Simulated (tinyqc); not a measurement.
Floating body of a partially depleted SOI transistor: body voltage and kink: two steps of the calculation.

Source at 0 V. Channel current Ic = 2 nf K Vt^2 [F(0) - F(Vd)](1 + la Vd), F(V) = ln^2(1 + exp((Vg - VT - nf V)/(2 nf Vt))), VT = VT0 - gb Vb. Saturation voltage Vs = 2 Vt sqrt(F(0)) + 3 Vt, excess Ve = (Vd - Vs + sqrt((Vd - Vs)^2 + 0.0004 V^2))/2, multiplication M1 = Ai Ve exp(-Bl/Ve). Each junction passes D(v) = J1 (exp(v/Vt) - 1) + J2 (exp(v/(2 Vt)) - 1). Bipolar current Ib = bb J1 (exp(Vb/Vt) - 1). The body settles where M1 (Ic + Ib) = D(Vb) + D(Vb - Vd) + Vb/Rb; drain current Id = (1 + M1)(Ic + Ib) - D(Vb - Vd).

Inputs (values chosen for the exercise); values of the order met in partially depleted silicon-on-insulator transistors: temperature T = 398 K; threshold at zero body voltage VT0 = 0.45 V; fall of the threshold per volt of body voltage gb = 0.33; slope factor nf = 1.29; gain factor per width K = 100 uA/(V^2 um); channel-length modulation factor la = 0.04 1/V; impact-ionisation prefactor Ai = 3.97 1/V; impact-ionisation voltage Bl = 4.5 V; diffusion saturation current of each junction J1 = 8.8e-9 uA/um; recombination saturation current of each junction J2 = 1e-6 uA/um; gain of the lateral bipolar transistor on the diffusion current bb = 0; resistance of a weak body tie to the source (1e9 stands for no tie, and the term is then dropped) Rb = 4e5 kohm um; gate voltage Vg = 0.49 V; drain voltage Vd = 1.4 V.

Constants: q = 1.602176634e-19 C, kB = 1.380649e-23 J/K, Vt = kB T/q. Results are converted to the units shown.

Question 1. New Vb. Current into the body I_in = M1 (Ic + Ib) - D(Vb - Vd), current out I_out = D(Vb) + Vb/Rb; f = ln(I_in/I_out), s = df/dVb by central differences over 1e-5 V, Vb(new) = Vb - f/s.

Vb at the start = 0.68 V

Give: Ic; Ve; M1; I_in; I_out; f; s; Vb after iteration 1.

Answer 1.

Ic = 2.9562 uA/um
Ve = 1.0889 V
M1 = 0.069333
I_in = 0.20497 uA/um
I_out = 3.6124 uA/um
f = -2.8693
s = -27.872 1/V
Vb after iteration 1 = 0.57706 V

Question 2. Drain current with floating and with grounded body. Id and VT at the converged Vb, Id at Vb = 0, their ratio, and the bipolar share Ib/(Ic + Ib).

converged Vb = 0.57582016 V

Wanted: VT; Id, floating; Id, grounded; ratio; bipolar share.

Answer 2.

VT = 0.25998 V
Id, floating = 2.4647 uA/um
Id, grounded = 0.32220 uA/um
ratio = 7.6497
bipolar share = 0.0000 %

The body rises to 0.576 V and lowers the threshold by 190 mV.

Range of the model: The multiplication law is an empirical form chosen for the exercise; self-heating and capacitive coupling to the body are left out, and the linear laws are rough once Vb passes about 0.7 V or M1 about 0.1.

Computed by the program tinyqc: `OMP_NUM_THREADS=1 python tinyqc.py 2182217 2182218 out.jsonl`, one thread of a shared Intel Xeon 2.30GHz, about 0.2 s for the whole run.
